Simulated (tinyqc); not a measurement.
Coherent transport through a tight-binding region between two chains, step by step. One step of it, computed by the program tinyqc.

Question. Transmission at E = 0.53 eV. Surface Green function g = (E - i sqrt(4 t^2 - E^2)) / (2 t^2); self-energy tc^2 g on each contact site; G = (E - H - Sigma)^(-1); Gamma = -2 Im Sigma; T = Gamma_L Gamma_R |G_LR|^2; local density of states -Im G_ii / pi.

H of the central region (eV):
```
           1          2          3
1  -0.670000  -0.780000   0.000000
2  -0.780000  -0.930000  -0.780000
3   0.000000  -0.780000   0.540000
```

Leads: semi-infinite chains with site energy 0:
```
parameter                           value
lead hopping t (eV)              1.140000
coupling to the left lead (eV)   0.920000
coupling to the right lead (eV)  0.890000
left contact site                       1
right contact site                      3
```

E = 0.530000 eV

Give: g; G; local density of states; transmission.

Answer.

g = 0.204-0.853i 1/eV

G (1/eV):
```
               1              2              3
1   0.568-0.669i  -0.086+0.355i  -0.408+0.005i
2  -0.086+0.355i   0.441-0.388i   0.542+0.371i
3  -0.408+0.005i   0.542+0.371i  -0.606-0.700i
```

local density of states (1/eV): 0.213  0.123  0.223

transmission = 0.325
